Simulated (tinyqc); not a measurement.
Thermal boundary conductance by the acoustic and diffuse mismatch models: one step, computed by the program tinyqc.

Each side has one longitudinal and two transverse Debye branches, omega = v q up to q_D = (6 pi^2 n)^(1/3), with n counting all atoms. Scattering at the interface is elastic. Electrons are left out of G, also for metals. Melting is ignored. G refers to the temperatures of the phonons sent towards the interface. Linear branches over all atoms overstate G at high T, most for crystals with several atoms a cell.

Problem. Acoustic mismatch: transmission of each branch. No mode conversion. t(theta) = 4 Z_1 Z_2 cos(theta_1) cos(theta_2)/N^2, with N = Z_2 cos(theta_1) + Z_1 cos(theta_2) for L (the form for pressure waves) and N = Z_1 cos(theta_1) + Z_2 cos(theta_2) for both T branches (the form for shear waves polarised along the interface); sin(theta_2) = (v_2/v_1) sin(theta_1), and t = 0 beyond the critical angle arcsin(v_1/v_2); the mean over the incoming flux is alpha = 2 int t sin(theta_1) cos(theta_1) d theta_1 (64 Gauss-Legendre points).

Structure: superlattice.

Branches:
```
branch,v (m/s),cut-off (K),Z (1e6 kg/(m^2 s))
"L, side 1",7950,1042.309,49.1310
"T, side 1",4240,555.898,26.2032
"L, side 2",9830,1380.680,35.9778
"T, side 2",6010,844.139,21.9966
```

Give: Transmission.

Solution.

Transmission:
```
branch,t at normal incidence,largest angle from side 1 (deg),"alpha, 1 to 2","alpha, 2 to 1"
L,0.9761,53.97,0.6361,0.9725
T,0.9924,44.87,0.4557,0.9155
```

For L waves from side 1 the critical cone of 54 degrees bounds the transmission; the mean is 0.64 against 0.98 at normal incidence. For T waves from side 1 the critical cone of 45 degrees bounds the transmission; the mean is 0.46 against 0.99 at normal incidence.
